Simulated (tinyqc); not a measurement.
Valley-orbit splitting of a donor ground state, with strain: one step, computed by the program tinyqc.

The basis is the 1s envelope in each valley; energies are counted from the unstrained conduction-band edge. The strain is e_s (a a^T - 1/3) for the unit stress axis a, so valley j along n_j moves by Xi_u e_s w_j with w_j = (n_j.a)^2 - 1/3: -1/3 for x and y, +2/3 for z.

Problem. Populations and ionisation. H_jj = -(E_0 + Lambda) + Xi_u e_s w_j; H_jk = -Delta_2 between opposite valleys and -Delta_1 between perpendicular ones. z = sum over levels of exp(-(E - E_ground)/k_B T), the ground-state share being 1/z; N_c = 2 (2 pi m_e k_B T/h^2)^(3/2) sum_j exp(-(shift_j - lowest shift)/k_B T); n1 = N_c/(2 z) exp(-binding/k_B T), binding = lowest shift - E_ground; without compensation n = 2 N_D/(1 + sqrt(1 + 4 N_D/n1)) (Boltzmann statistics; p and higher states left out).

Inputs (values chosen for the exercise, modelled on donors in silicon):
```
quantity                                    value   unit
single-valley binding energy E_0             31.7    meV
central-cell shift Lambda                    2.08    meV
coupling Delta_1                             3.44    meV
coupling Delta_2                             2.19    meV
shear deformation potential Xi_u             8.94     eV
shear strain e_s                          0.00019      -
temperature T                                 4.2      K
donor density N_D                           3e+14  cm^-3
density-of-states mass of one valley m_e    0.329    m_0
```

Valleys: six along <100>. Stress axis: [001].

Constants: k_B = 8.617333262e-05 eV/K; m_0 = 9.1093837015e-31 kg; k_B = 1.380649e-23 J/K; h = 6.62607015e-34 J s.

Give: partition sum z; share of neutral donors in the ground state; N_c; n1; free electrons n.

Solution.

partition sum z = 1

share of neutral donors in the ground state = 1

N_c = 3.1521e+16 cm^-3

n1 = 1.4702e-43 cm^-3

free electrons n = 6.6413e-15 cm^-3

Caution: n is below one electron per cm^3, so thermal ionisation is negligible and the number is formal.
